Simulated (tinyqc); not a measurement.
Thermal stress, cracking, delamination and buckling of a thin film; Griffith cracks and misfitting inclusions: one step, computed by the program tinyqc.

Isotropic linear elasticity; the substrate is much thicker than the film; stress is positive in tension.

Task: Griffith crack in the substrate. Through crack of length 2a in plane strain: K_Ic = sqrt(2 gamma_s E_s/(1 - nu_s^2)); fracture stress = K_Ic/sqrt(pi a). An edge crack of depth a has K larger by 1.1215.

Inputs (values chosen for the exercise, modelled on a silicon dioxide film on silicon): substrate Young's modulus E_s = 156 GPa; substrate Poisson ratio nu_s = 0.25; flaw half length a = 4.2 micrometre; substrate surface energy gamma_s = 2.1 J/m^2.

Give: toughness K_Ic; fracture stress, inner crack; fracture stress, edge crack.

Result:

toughness K_Ic = 0.8360 MPa m^0.5

fracture stress, inner crack = 230.1 MPa

fracture stress, edge crack = 205.2 MPa

The inner crack lowers the strength to 1.5 % of the ideal E_s/10.
